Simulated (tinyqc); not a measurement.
Polycrystal bounds against single-crystal directions: anisotropic elasticity and sound waves of a cubic crystal. Computed by tinyqc, a small Python program. Command: `OMP_NUM_THREADS=1 python tinyqc.py 3000564 3000565 out.jsonl cubicelastic walk`. One thread of a shared host (Intel(R) Xeon(R) Processor @ 2.30GHz), about 0.01 s of CPU time with the checks.

Voigt order 1..6 = xx, yy, zz, yz, xz, xy, with engineering shear strains. The rotated frame has x' as named, z' along the wafer normal and y' = z' x x'.

Inputs (values chosen for the exercise, modelled on magnesium oxide): C11 = 300 GPa; C12 = 93.82 GPa; C44 = 156.3 GPa.

Frame: (113) wafer, x' along [1-10].

Method. S11 = (C11 + C12)/D, S12 = -C12/D, D = (C11 - C12)(C11 + 2 C12), S44 = 1/C44. Zener ratio A = 2 C44/(C11 - C12); S0 = S11 - S12 - S44/2; H = 2 C44 + C12 - C11. B = (C11 + 2 C12)/3; Voigt G = (C11 - C12 + 3 C44)/5; Reuss G = 5/(4 (S11 - S12) + 3 S44); Hill is their mean; E = 9BG/(3B + G), nu = (3B - 2G)/(6B + 2G). Along <hkl>, with g = 0, 1/4, 1/3: 1/E = S11 - 2 S0 g; for a film with that normal C33 = C11 + 2 H g and M = [6B - (3B - C33) - (3B - C33)^2/C33]/2.

S11 = 3.91699 1/TPa

S12 = -0.933146 1/TPa

S44 = 6.39795 1/TPa

S0 = 1.65115 1/TPa

H = 106.42 GPa

Zener ratio A = 1.51615

bulk modulus B = 162.55 GPa

Averages:
```
average,G (GPa),E (GPa),nu
Voigt,135.02,317.22,0.17474
Reuss,129.55,307.08,0.18514
Hill,132.28,312.17,0.17992
```

Directions:
```
direction,E (GPa),biaxial modulus M (GPa)
<100>,255.30,335.14
<110>,323.48,394.84
<111>,355.09,410.94
```

What follows from these numbers?

The bounds on G differ by 4.2 %, while E varies by a factor 1.39 with direction; with A above 1 the stiffest axis is <111>. Under a fixed mismatch strain, grains with a <100> normal store the least energy.

Extremes, crossings and ranges named in words are read from the listed rows.
